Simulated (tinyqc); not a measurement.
Film and buried-oxide thickness from two coupling ratios.

Problem. In a depleted film -dVT/dVb is k1 = Cs Cbox/(Cox (Cs + Cbox)) for a front channel and k2 = Cbox (Cox + Cs)/(Cox Cs) for a back channel, with Cox = eps0 eox/tox, Cs = eps0 eps_r/ts, Cbox = 3.9 eps0/tb. Find ts and tb.

Inputs (values chosen for the exercise); band and dielectric values close to those of silicon:
```
symbol  value  unit                                                                 meaning
eps_r    11.8                                                         relative permittivity
eox       3.9        relative permittivity of the gate insulator (close to silicon dioxide)
tox       2.6    nm                                                     insulator thickness
```

coupling ratios for a front and a back channel: 0.15637105  0.60225989

Solution. With y = Cox/Cs and z = Cox/Cbox, 1/k1 = y + z and k2 = (1 + y)/z, so y = (k2/k1 - 1)/(1 + k2); the thicknesses follow from y and z.

ts = 14.0 nm
tb = 12.0 nm

tinyqc, about 0.6 s, one thread, Intel Xeon 2.30GHz (shared host): `OMP_NUM_THREADS=1 python tinyqc.py 2190157 2190158 out.jsonl`
